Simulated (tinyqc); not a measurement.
# Area and perimeter leakage from two diodes

Problem. A square diode and a finger diode leak I = JA area + JP perimeter. Find JA, JP and the side of the square at which both parts are equal.

areas (um^2): 90000  31000
perimeters (um): 1200  12710
leakage currents (pA): 6.576  5.0933000

Solution. Two linear equations give JA and JP; for a square of side a, JA a^2 = 4 JP a at a = 4 JP/JA.

JA = 7.000e-9 A/cm^2
JP = 2.300e-12 A/cm
side for equal parts = 13.14 um

tinyqc, about 0.01 s, one thread, Intel Xeon 2.30GHz (shared host): `OMP_NUM_THREADS=1 python tinyqc.py 2290041 2290042 out.jsonl`
